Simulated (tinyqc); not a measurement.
Electroplating on a thin resistive seed layer: kinetics, Wagner number and the terminal effect across a wafer. From edge over centre, full model back to seed thickness t. Computed by tinyqc, a small Python program. Command: `OMP_NUM_THREADS=1 python tinyqc.py 3120419 3120420 out.jsonl terminal inv`. One thread of a shared host (Intel(R) Xeon(R) Processor @ 2.30GHz), about 0.1 s of CPU time with the checks.

Current enters the seed at the rim. The bath is treated as a local resistance per area (no lateral flow in the liquid), two electrons per ion, molar volume 7.11 cm^3/mol, Faraday constant F = e N_A, kinematic viscosity 0.01 cm^2/s, omega = 2 pi x rpm/60; k_B T/e is in volts.

Inputs (values chosen for the exercise, of the order of those for copper plating on a thin cobalt or ruthenium seed):
```
quantity                               value         unit
wafer radius R                            15           cm
seed resistivity                         6.8  microohm cm
bath conductivity kappa                0.044         S/cm
gap to the anode h                       7.2           cm
extra resistance of a porous plate         0     ohm cm^2
exchange current density i_0            0.11      mA/cm^2
cathodic transfer coefficient alpha      0.6            -
mean current density                      23      mA/cm^2
diffusivity of the metal ion         4.5e-06       cm^2/s
metal ion concentration                 0.37        mol/L
rotation rate                            100          rpm
temperature T                            298            K
```

Constants: e = 1.602176634e-19 C; N_A = 6.02214076e+23 1/mol; k_B = 8.617333262e-05 eV/K.

Method:
- Growth rate = i V_m/(2 F). Levich limit i_L = 0.62 x 2 F D^(2/3) omega^(1/2) nu^(-1/6) c. Tafel overpotential eta = (k_B T/(alpha e)) ln(i/i_0); kinetic resistance k_B T/(alpha e i); bath resistance h/kappa + plate; R_s = resistivity/t; Wagner number = kinetic resistance x kappa/R.
- Linearised: with R_t = kinetic + bath resistance the current density obeys (1/r)(r i')' = i R_s/R_t, so i = A I_0(r/l), l = sqrt(R_t/R_s); with x = R/l, edge/centre = I_0(x) and edge/mean = x I_0(x)/(2 I_1(x)).
- Voltage drop in the seed for a uniform current: i R_s R^2/4.
- Full model: seed potential phi(r) with (1/r)(r phi')' = R_s i, where i solves phi = R_b i + (k_B T/(alpha e)) ln(i/i_0) (phi being the driving voltage left at r); phi'(0) = 0 and phi'(R) = R_s i_mean R/2. Solved by collocation to a tolerance of 1e-7.

Problem. A run gave the result below. Find the seed thickness t, known to lie between 5.9 and 17 nm.

edge over centre, full model = 4.60435

Solution.

Each step takes the trial c = (a f_b - b f_a)/(f_b - f_a), f being the result less the target and a, b, c the logarithms of the listed values; c replaces end b, the old b replaces a if the sign of f changed, and otherwise f_a is halved.

Scan of the range:
```
seed thickness t (nm)  edge over centre, full model
5.90                                        10.7393
7.04                                         8.1083
8.40                                         6.2912
10.00                                        5.0211
11.90                                        4.1030
14.30                                        3.3925
17.00                                        2.8939
```

False position (Illinois rule, in the logarithm of the input) inside the bracket:
```
step    end a    end b    trial  edge over centre, full model
1     10.0000  11.9000  10.8217                       4.56874
2     10.0000  10.8217  10.6976                       4.63079
3     10.8217  10.6976  10.7503                       4.60419
4     10.6976  10.7503  10.7500                       4.60435
5     10.6976  10.7500  10.7500                       4.60435
6     10.7500  10.7500  10.7500                       4.60435
```

Edge over centre, full model falls at every point of a 13-point scan of the range (every second point is shown), so one value fits; it is bracketed by 10.0 and 11.9. Answer: seed thickness t = 10.75 nm.
